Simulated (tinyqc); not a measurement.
Worked calculation: wafer bonding and layer transfer: bond energy, gap closing, particles, bonding of dissimilar wafers and hydrogen blisters. Computed by tinyqc, a small Python program that keeps every step. Command: `OMP_NUM_THREADS=1 python tinyqc.py 3018878 3018879 out.jsonl bond walk`. One thread of a shared host (Intel(R) Xeon(R) Processor @ 2.30GHz), about 0.01 s of CPU time with the checks. Intermediate numbers are printed to about 6 digits and carried at full precision; extremes and crossings named in words are read from the listed rows.

gamma is the energy per area of each of the two surfaces; plates are isotropic.

Inputs (values chosen for the exercise, for model wafers):

| quantity | value | unit |
|---|---|---|
| Young's modulus E1 | 147 | GPa |
| Young's modulus E2 | 72.2 | GPa |
| Poisson ratio nu | 0.18 | - |
| thickness t1 | 625 | micrometre |
| thickness t2 | 625 | micrometre |
| blade thickness t_b | 100 | micrometre |
| crack length L | 14.8 | mm |
| particle radius h | 0.042 | micrometre |
| radius of a shallow gap R | 0.0046 | mm |
| half height of the gap h_g | 0.6 | nm |
| expansion mismatch alpha_2 - alpha_1 | -1.5 | 1e-6/K |
| heating dT | 150 | K |
| implant depth d | 0.38 | micrometre |
| hydrogen dose | 7 | 1e16/cm^2 |
| share of the dose released as H2 | 0.36 | - |
| surface energy of the weakened plane gamma_s | 1.4 | J/m^2 |
| anneal temperature T | 650 | K |

Pair: two different wafers.

Constants: k_B = 1.380649e-23 J/K.

## Bond energy from the blade test

Two cantilevers opened by t_b: gamma = 3 t_b^2 E1 t1^3 E2 t2^3/(16 L^4 (E1 t1^3 + E2 t2^3)).

bond energy gamma = 0.461964 J/m^2

An error of 5 % in L changes gamma by about 20 %. This is the level of partly covalent bonding.

## Does a shallow gap close?

E' = E1/(1 - nu^2), equal wafers of thickness t1 assumed. A gap of radius R closes if h_g < h_c: h_c = R^2/sqrt((2/3) E' t1^3/gamma) for R > 2 t1 (plate bending), h_c = 3.6 sqrt(R gamma/E') for R < 2 t1 (local deformation).

closable height h_c = 13.4640 nm

h_g/h_c = 0.0445632

The gap closes.

## Void around a particle

E' = E1/(1 - nu^2), equal wafers assumed. Void radius in the plate regime: R_v = [(2/3) E' t1^3/gamma]^(1/4) h^(1/2). Below h_crit = 5 sqrt(t1 gamma/E') the wafers deform locally and R_v is of the order of h (taken as h).

critical particle radius = 0.217973 micrometre

void radius = 0.042 micrometre

The particle is small enough to be embedded.

## Heating a pair with different expansion

M = E/(1 - nu), misfit e = (alpha_2 - alpha_1) dT. Curvature k = 6 M1 M2 t1 t2 (t1 + t2) e/[M1^2 t1^4 + M2^2 t2^4 + 2 M1 M2 t1 t2 (2 t1^2 + 3 t1 t2 + 2 t2^2)]; force per width F = k (M1 t1^3 + M2 t2^3)/(6 (t1 + t2)); at the interface s1 = F/t1 + M1 k t1/2, s2 = -F/t2 - M2 k t2/2; stored biaxial energy U = F^2 [1/(M1 t1) + 1/(M2 t2)] + k^2 (M1 t1^3 + M2 t2^3)/12; the pair can part when U > 2 gamma.

curvature = -0.261388 1/m

force per width = -2.27453 kN/m

stress in wafer 1 at the interface = -18.2825 MPa

stress in wafer 2 at the interface = 10.8314 MPa

stored energy U = 0.511768 J/m^2

largest dT for this gamma = 201.546 K

U stays below 2 gamma; the bond strengthens on heating, so slow ramps or thinning one wafer first help.

## Blistering after hydrogen implantation

A flat crack of radius r under a layer of thickness d, as a clamped plate: centre height w = 3 p r^4/(16 E' d^3), volume pi r^2 w/3, energy release G = 3 p^2 r^4/(32 E' d^3), E' = E1/(1 - nu^2). It grows when G = 2 gamma_s. The gas comes from the area pi r^2: p V = (dose x share/2) pi r^2 k_B T, and G = p w/2 = (3/2) N k_B T with N the H2 molecules per area. Share needed: G = 2 gamma_s. The pressure and height at growth are given for r = 10 d.

energy release G = 1.69613 J/m^2

share of the dose needed = 0.594295

pressure at growth = 34.5551 MPa

height at growth = 162.060 nm

The released gas does not suffice by this estimate. In this plate limit G depends on neither r nor d.

## Closable height against the size of the gap

The formulas are those given above.

Gap closing:

| R (mm) | regime | h_c (nm) | slope h_c/R |
|---|---|---|---|
| 1.00e-04 | local | 1.98516e+00 | 0.0198516 |
| 1.00e-03 | local | 6.27763e+00 | 0.0062776 |
| 1.00e-02 | local | 1.98516e+01 | 0.0019852 |
| 1.00e-01 | local | 6.27763e+01 | 0.0006278 |
| 5.00e-01 | local | 1.40372e+02 | 0.0002807 |
| 2.00e+00 | plate | 5.46738e+02 | 0.0002734 |
| 5.00e+00 | plate | 3.41711e+03 | 0.0006834 |
| 2.00e+01 | plate | 5.46738e+04 | 0.0027337 |
| 5.00e+01 | plate | 3.41711e+05 | 0.0068342 |

Roughness of 100 nm scale may be 2.0 nm in half height, waviness of radius 5 cm as much as 340 micrometre: h_c goes as R^(1/2) when the wafer deforms locally and as R^2 when it bends. The allowed slope is least near R = 2 t1, so defects about 4 t1 wide are the hardest to close; bow matters little.

Checks made by the program: gamma against the derivative of the beam energy (relative difference below 1e-10).
